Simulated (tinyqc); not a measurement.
Inside a calculation. Method: sp3 tight binding, zinc-blende lattice. Computed by tinyqc, a small Python program that keeps every step. Command: `OMP_NUM_THREADS=1 python tinyqc.py 29026 29027 out.jsonl` (the two numbers bound the seeds that draw the settings). One thread of a shared host (Intel(R) Xeon(R) Processor @ 2.60GHz), about 0.01 s of CPU time with the checks.

## Bloch Hamiltonian at k

Parameters chosen for this model: zinc-blende lattice, anion at 0, cation at a/4 (1,1,1); V = eta hbar^2 / (m d^2), hbar^2/m = 7.619964 eV angstrom^2:

| parameter | value | unit |
|---|---|---|
| a | 6.560000 | angstrom |
| d | 2.840563 | angstrom |
| Es anion | -16.050000 | eV |
| Ep anion | -8.890000 | eV |
| Es cation | -9.260000 | eV |
| Ep cation | -5.350000 | eV |
| eta ss | -1.240000 |  |
| eta sp | 1.480000 |  |
| eta pp sigma | 2.880000 |  |
| eta pp pi | -0.750000 |  |
| V ss | -1.171024 | eV |
| V sp | 1.397673 | eV |
| V pp sigma | 2.719797 | eV |
| V pp pi | -0.708280 | eV |

k point k (2 pi / a): 0.1300  0.5500  -0.6500

Slater-Koster rules over the four bonds with direction cosines (l, m, n): ss V_ss; s-px l V_sp; px-s -l V_sp; px-px l^2 V_pps + (1 - l^2) V_ppp; px-py l m (V_pps - V_ppp); each times exp(i k.d).

H(k) at k (eV):
```
                  a s             a px             a py            a pz
a s          -16.0500           0.0000           0.0000          0.0000
a px           0.0000          -8.8900           0.0000          0.0000
a py           0.0000           0.0000          -8.8900          0.0000
a pz           0.0000           0.0000           0.0000         -8.8900
c s   -1.5565+0.6159i  -2.0493+0.2221i  -0.3625+1.2558i  0.2601-1.7502i
c px   2.0493-0.2221i   0.5774-0.2285i  -0.3683+2.4785i  0.5133-1.7783i
c py   0.3625-1.2558i  -0.3683+2.4785i   0.5774-0.2285i  2.9019-0.3145i
c pz  -0.2601+1.7502i   0.5133-1.7783i   2.9019-0.3145i  0.5774-0.2285i

                  c s             c px             c py             c pz
a s   -1.5565-0.6159i   2.0493+0.2221i   0.3625+1.2558i  -0.2601-1.7502i
a px  -2.0493-0.2221i   0.5774+0.2285i  -0.3683-2.4785i   0.5133+1.7783i
a py  -0.3625-1.2558i  -0.3683-2.4785i   0.5774+0.2285i   2.9019+0.3145i
a pz   0.2601+1.7502i   0.5133+1.7783i   2.9019+0.3145i   0.5774+0.2285i
c s           -9.2600           0.0000           0.0000           0.0000
c px           0.0000          -5.3500           0.0000           0.0000
c py           0.0000           0.0000          -5.3500           0.0000
c pz           0.0000           0.0000           0.0000          -5.3500
```

## Levels at k

Diagonalise the Hermitian matrix.

eigenvalues (eV): -17.1857  -12.5572  -11.7102  -11.1290  -6.3348  -3.9189  -3.0909  -2.1034

weights |c|^2 of the basis functions:
```
      band 1  band 2  band 3  band 4  band 5  band 6  band 7  band 8
a s   0.8962  0.0076  0.0069  0.0003  0.0520  0.0338  0.0004  0.0029
a px  0.0001  0.1246  0.4619  0.0036  0.1963  0.0923  0.0149  0.1064
a py  0.0006  0.2213  0.0749  0.3802  0.0309  0.0085  0.1692  0.1144
a pz  0.0012  0.2153  0.0911  0.3349  0.0956  0.0663  0.0957  0.0998
c s   0.0437  0.2753  0.1489  0.0042  0.4975  0.0248  0.0006  0.0050
c px  0.0239  0.0828  0.0726  0.0057  0.0931  0.4615  0.0405  0.2199
c py  0.0127  0.0389  0.0858  0.1431  0.0093  0.0356  0.4331  0.2414
c pz  0.0214  0.0342  0.0580  0.1280  0.0254  0.2772  0.2455  0.2103
```

## Bloch Hamiltonian at X

k point X (2 pi / a): 1  0  0

As before.

H(k) at X (eV):
```
                 a s            a px            a py            a pz
a s         -16.0500          0.0000          0.0000          0.0000
a px          0.0000         -8.8900          0.0000          0.0000
a py          0.0000          0.0000         -8.8900          0.0000
a pz          0.0000          0.0000          0.0000         -8.8900
c s           0.0000  0.0000+3.2278i          0.0000          0.0000
c px  0.0000-3.2278i          0.0000          0.0000          0.0000
c py          0.0000          0.0000          0.0000  0.0000-4.5708i
c pz          0.0000          0.0000  0.0000-4.5708i          0.0000

                 c s            c px            c py            c pz
a s           0.0000  0.0000+3.2278i          0.0000          0.0000
a px  0.0000-3.2278i          0.0000          0.0000          0.0000
a py          0.0000          0.0000          0.0000  0.0000+4.5708i
a pz          0.0000          0.0000  0.0000+4.5708i          0.0000
c s          -9.2600          0.0000          0.0000          0.0000
c px          0.0000         -5.3500          0.0000          0.0000
c py          0.0000          0.0000         -5.3500          0.0000
c pz          0.0000          0.0000          0.0000         -5.3500
```

## Levels at X

As before.

eigenvalues (eV): -16.9483  -12.3081  -12.0215  -12.0215  -5.8419  -4.4517  -2.2185  -2.2185

## Bands along a path

The same steps at evenly spaced points between the labelled ones.

Bands along the path (eV):

| k | band 1 | band 2 | band 3 | band 4 | band 5 | band 6 | band 7 | band 8 |
|---|---|---|---|---|---|---|---|---|
| L | -17.3761 | -12.8554 | -10.7369 | -10.7369 | -6.8992 | -3.5031 | -3.5031 | -2.4194 |
| L-G 0.25 | -17.5712 | -12.4474 | -10.5938 | -10.5938 | -6.8446 | -3.6462 | -3.6462 | -2.6868 |
| L-G 0.50 | -17.9728 | -11.4343 | -10.2211 | -10.2211 | -6.7418 | -4.0189 | -4.0189 | -3.4012 |
| L-G 0.75 | -18.3120 | -10.2413 | -9.7972 | -9.7972 | -6.7503 | -4.4428 | -4.4428 | -4.2464 |
| G | -18.4400 | -9.6004 | -9.6004 | -9.6004 | -6.8700 | -4.6396 | -4.6396 | -4.6396 |
| G-X 0.25 | -18.2685 | -10.0814 | -10.0814 | -10.0349 | -6.6328 | -4.6139 | -4.1586 | -4.1586 |
| G-X 0.50 | -17.8052 | -11.0044 | -11.0044 | -10.9682 | -6.2274 | -4.5492 | -3.2356 | -3.2356 |
| G-X 0.75 | -17.2362 | -11.8926 | -11.7468 | -11.7468 | -5.9402 | -4.4810 | -2.4932 | -2.4932 |
| X | -16.9483 | -12.3081 | -12.0215 | -12.0215 | -5.8419 | -4.4517 | -2.2185 | -2.2185 |
| X-W 0.25 | -16.9483 | -12.3081 | -12.0215 | -12.0215 | -5.8419 | -4.4517 | -2.2185 | -2.2185 |
| X-W 0.50 | -16.9483 | -12.3081 | -12.0215 | -12.0215 | -5.8419 | -4.4517 | -2.2185 | -2.2185 |
| X-W 0.75 | -16.9483 | -12.3081 | -12.0215 | -12.0215 | -5.8419 | -4.4517 | -2.2185 | -2.2185 |
| W | -16.9483 | -12.3081 | -12.0215 | -12.0215 | -5.8419 | -4.4517 | -2.2185 | -2.2185 |

With 4 band(s) filled, the highest filled level on these points lies at G and the lowest empty one at L: a gap of 2.7012 eV, indirect.
